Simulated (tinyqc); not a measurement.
From results back to parameters: Weaire-Thorpe hybrids on a Bethe lattice: gap and dangling bond of an amorphous tetrahedral solid. Four cases, with inputs chosen for the exercise.

Problem. In the Weaire-Thorpe model the two p-like peaks lie at -V2 + V1 and V2 + V1, and the guaranteed gap is 2 V2 - 4 V1. The peak positions come from hidden V1 and V2.

Case 1.

peaks (eV): bonding -2.730, antibonding 6.290

Case 2.

peaks (eV): bonding -2.830, antibonding 6.370

Case 3.

peaks (eV): bonding -2.380, antibonding 6.140

Case 4.

peaks (eV): bonding -8.630, antibonding 12.690

Find: V1, V2; guaranteed gap; lowest possible level -3 V1 - V2.

Solution. The mean of the peaks is V1 and half their distance V2.

Case 1.

V1, V2 (eV): 1.78  4.51

guaranteed gap = 1.90 eV
lowest possible level -3 V1 - V2 = -9.85 eV

Case 2.

V1, V2 (eV): 1.77  4.60

guaranteed gap = 2.12 eV
lowest possible level -3 V1 - V2 = -9.91 eV

Case 3.

V1, V2 (eV): 1.88  4.26

guaranteed gap = 1.00 eV
lowest possible level -3 V1 - V2 = -9.90 eV

Case 4.

V1, V2 (eV): 2.03  10.66

guaranteed gap = 13.20 eV
lowest possible level -3 V1 - V2 = -16.75 eV

Computed by tinyqc, one run a case: `OMP_NUM_THREADS=1 python tinyqc.py N N+1 out.jsonl` with N = 1451610, 1451611, 1451645, 1451698; one thread of a shared Intel(R) Xeon(R) Processor @ 2.30GHz, about 0.03 s a run at most.
